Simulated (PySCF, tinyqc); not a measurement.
Worked calculation: CCSD on RHF in the 3-21g basis, for H3+, spin multiplicity 1. The lowest restricted solution is unstable here: a spin-polarised one lies 0.0013 hartree lower (PySCF). One step of it, computed by the program tinyqc.

Question. Iteration 1: building the Fock matrix. J_ij = sum D_kl (ij|kl), K_ij = sum D_kl (ik|jl); F = H + J - 0.5 K; E = tr D H + tr D J / 2 - 0.25 tr D K + E_nn.

D at the start, lower triangle:
```
          1H 1s     1H 2s     2H 1s     2H 2s     3H 1s     3H 2s
1H 1s  0.141382
1H 2s  0.245020  0.424629
2H 1s  0.022351  0.038736  0.003534
2H 2s  0.123909  0.214739  0.019589  0.108595
3H 1s  0.022351  0.038736  0.003534  0.019589  0.003534
3H 2s  0.123909  0.214739  0.019589  0.108595  0.019589  0.108595
```

core Hamiltonian H = T + V (hartree), lower triangle:
```
           1H 1s      1H 2s      2H 1s      2H 2s      3H 1s      3H 2s
1H 1s  -1.118066
1H 2s  -1.099381  -1.288103
2H 1s  -0.346865  -0.568176  -0.881452
2H 2s  -0.615396  -0.873162  -0.947306  -1.084752
3H 1s  -0.346865  -0.568176  -0.003769  -0.101943  -0.881452
3H 2s  -0.615396  -0.873162  -0.101943  -0.309408  -0.947306  -1.084752
```

Two-electron integrals (ij|kl) in chemists' order, unique and non-zero (hartree):
```
(11|11) 1.140145   (21|11) 0.611403   (21|21) 0.345152   (22|11) 0.626370
(22|21) 0.380329   (22|22) 0.482957   (31|11) 0.109614   (31|21) 0.064522
(31|22) 0.075812   (31|31) 0.019058   (32|11) 0.180275   (32|21) 0.112643
(32|22) 0.151018   (32|31) 0.036823   (32|32) 0.088888   (33|11) 0.471127
(33|21) 0.301133   (33|22) 0.427137   (33|31) 0.109614   (33|32) 0.301024
(33|33) 1.140145   (41|11) 0.301024   (41|21) 0.171233   (41|22) 0.191115
(41|31) 0.036823   (41|32) 0.065915   (41|33) 0.180275   (41|41) 0.088888
(42|11) 0.372928   (42|21) 0.229228   (42|22) 0.300298   (42|31) 0.055995
(42|32) 0.123145   (42|33) 0.372928   (42|41) 0.123145   (42|42) 0.213202
(43|11) 0.301133   (43|21) 0.191322   (43|22) 0.269246   (43|31) 0.064522
(43|32) 0.171233   (43|33) 0.611403   (43|41) 0.112643   (43|42) 0.229228
(43|43) 0.345152   (44|11) 0.427137   (44|21) 0.269246   (44|22) 0.378205
(44|31) 0.075812   (44|32) 0.191115   (44|33) 0.626370   (44|41) 0.151018
(44|42) 0.300298   (44|43) 0.380329   (44|44) 0.482957   (51|11) 0.109614
(51|21) 0.064522   (51|22) 0.075812   (51|31) 0.008864   (51|32) 0.016064
(51|33) 0.043165   (51|41) 0.028394   (51|42) 0.038607   (51|43) 0.027870
(51|44) 0.042524   (51|51) 0.019058   (52|11) 0.180275   (52|21) 0.112643
(52|22) 0.151018   (52|31) 0.016064   (52|32) 0.031034   (52|33) 0.085319
(52|41) 0.049664   (52|42) 0.074981   (52|43) 0.055103   (52|44) 0.084921
(52|51) 0.036823   (52|52) 0.088888   (53|11) 0.000559   (53|21) 0.000307
(53|22) 0.000322   (53|31) 0.000056   (53|32) 0.000093   (53|33) 0.000245
(53|41) 0.000151   (53|42) 0.000192   (53|43) 0.000156   (53|44) 0.000221
(53|51) 0.000056   (53|52) 0.000093   (53|53) 2.78e-07   (54|11) 0.028243
(54|21) 0.017228   (54|22) 0.021832   (54|31) 0.002453   (54|32) 0.004610
(54|33) 0.012541   (54|41) 0.007640   (54|42) 0.011060   (54|43) 0.008097
(54|44) 0.012404   (54|51) 0.005229   (54|52) 0.011415   (54|53) 0.000015
(54|54) 0.001539   (55|11) 0.471127   (55|21) 0.301133   (55|22) 0.427137
(55|31) 0.043165   (55|32) 0.085319   (55|33) 0.236662   (55|41) 0.132028
(55|42) 0.206917   (55|43) 0.152860   (55|44) 0.236437   (55|51) 0.109614
(55|52) 0.301024   (55|53) 0.000245   (55|54) 0.036223   (55|55) 1.140145
(61|11) 0.301024   (61|21) 0.171233   (61|22) 0.191115   (61|31) 0.028394
(61|32) 0.049664   (61|33) 0.132028   (61|41) 0.081437   (61|42) 0.108402
(61|43) 0.084678   (61|44) 0.123658   (61|51) 0.036823   (61|52) 0.065915
(61|53) 0.000151   (61|54) 0.009892   (61|55) 0.180275   (61|61) 0.088888
(62|11) 0.372928   (62|21) 0.229228   (62|22) 0.300298   (62|31) 0.038607
(62|32) 0.074981   (62|33) 0.206917   (62|41) 0.108402   (62|42) 0.166959
(62|43) 0.132766   (62|44) 0.198109   (62|51) 0.055995   (62|52) 0.123145
(62|53) 0.000192   (62|54) 0.016830   (62|55) 0.372928   (62|61) 0.123145
(62|62) 0.213202   (63|11) 0.028243   (63|21) 0.017228   (63|22) 0.021832
(63|31) 0.005229   (63|32) 0.011415   (63|33) 0.036223   (63|41) 0.009892
(63|42) 0.016830   (63|43) 0.021040   (63|44) 0.024349   (63|51) 0.002453
(63|52) 0.004610   (63|53) 0.000015   (63|54) 0.000693   (63|55) 0.012541
(63|61) 0.007640   (63|62) 0.011060   (63|63) 0.001539   (64|11) 0.122066
(64|21) 0.074118   (64|22) 0.094118   (64|31) 0.014774   (64|32) 0.029430
(64|33) 0.083240   (64|41) 0.037244   (64|42) 0.058522   (64|43) 0.052470
(64|44) 0.073704   (64|51) 0.014774   (64|52) 0.029430   (64|53) 0.000063
(64|54) 0.004255   (64|55) 0.083240   (64|61) 0.037244   (64|62) 0.058522
(64|63) 0.004255   (64|64) 0.018342   (65|11) 0.301133   (65|21) 0.191322
(65|22) 0.269246   (65|31) 0.027870   (65|32) 0.055103   (65|33) 0.152860
(65|41) 0.084678   (65|42) 0.132766   (65|43) 0.098730   (65|44) 0.152573
(65|51) 0.064522   (65|52) 0.171233   (65|53) 0.000156   (65|54) 0.021040
(65|55) 0.611403   (65|61) 0.112643   (65|62) 0.229228   (65|63) 0.008097
(65|64) 0.052470   (65|65) 0.345152   (66|11) 0.427137   (66|21) 0.269246
(66|22) 0.378205   (66|31) 0.042524   (66|32) 0.084921   (66|33) 0.236437
(66|41) 0.123658   (66|42) 0.198109   (66|43) 0.152573   (66|44) 0.234168
(66|51) 0.075812   (66|52) 0.191115   (66|53) 0.000221   (66|54) 0.024349
(66|55) 0.626370   (66|61) 0.151018   (66|62) 0.300298   (66|63) 0.012404
(66|64) 0.073704   (66|65) 0.380329   (66|66) 0.482957
```

nuclear repulsion = 1.18331219 hartree

Give: Coulomb J; exchange K; Fock matrix F; total energy of this density.

Answer.

Coulomb J (hartree), lower triangle:
```
        1H 1s   1H 2s   2H 1s   2H 2s   3H 1s   3H 2s
1H 1s  1.3825
1H 2s  0.8151  0.9913
2H 1s  0.1620  0.3174  0.9072
2H 2s  0.4086  0.6170  0.5672  0.7810
3H 1s  0.1620  0.3174  0.0007  0.0459  0.9072
3H 2s  0.4086  0.6170  0.0459  0.1932  0.5672  0.7810
```

exchange K (hartree), lower triangle:
```
        1H 1s   1H 2s   2H 1s   2H 2s   3H 1s   3H 2s
1H 1s  0.9657
1H 2s  0.8858  0.9442
2H 1s  0.2987  0.3510  0.2541
2H 2s  0.5518  0.6171  0.3143  0.4775
3H 1s  0.2987  0.3510  0.0839  0.1793  0.2541
3H 2s  0.5518  0.6171  0.1793  0.3545  0.3143  0.4775
```

Fock matrix F (hartree), lower triangle:
```
         1H 1s    1H 2s    2H 1s    2H 2s    3H 1s    3H 2s
1H 1s  -0.2185
1H 2s  -0.7272  -0.7689
2H 1s  -0.3342  -0.4262  -0.1013
2H 2s  -0.4827  -0.5648  -0.5373  -0.5425
3H 1s  -0.3342  -0.4262  -0.0450  -0.1457  -0.1013
3H 2s  -0.4827  -0.5648  -0.1457  -0.2935  -0.5373  -0.5425
```

total energy of this density = -1.106310 hartree
